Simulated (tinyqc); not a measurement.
Piezoresistors in the (001) plane of a cubic crystal: one step of the calculation.

Plane stress in crystal axes x = [100], y = [010]. First-order piezoresistance: d rho_xx/rho = p11 sxx + p12 syy, d rho_yy/rho = p12 sxx + p11 syy, d rho_xy/rho = p44 sxy; a resistor along d = (cos th, sin th) changes by dR/R = d.(d rho/rho).d. Changes of geometry and second-order terms are left out.

Task. Change of the resistivity tensor. As in the introduction.

Inputs (values chosen for the exercise); coefficients close to those of lightly doped n-type silicon:
- p11 = -103 x 1e-11/Pa (piezoresistive coefficient)
- p12 = 50.6 x 1e-11/Pa (piezoresistive coefficient)
- p44 = -14.1 x 1e-11/Pa (piezoresistive coefficient)
- Sx = -112 MPa (stress sxx)
- Sy = 162 MPa (stress syy)
- St = -23 MPa (shear stress sxy)

Wanted: d rho/rho.

Result.

d rho/rho (%):
```
        x        y
x  19.733    0.324
y   0.324  -22.353
```

Computed by the program tinyqc: `OMP_NUM_THREADS=1 python tinyqc.py 2530001 2530002 out.jsonl`, one thread of a shared Intel Xeon 2.30GHz, about 0.01 s for the whole run.
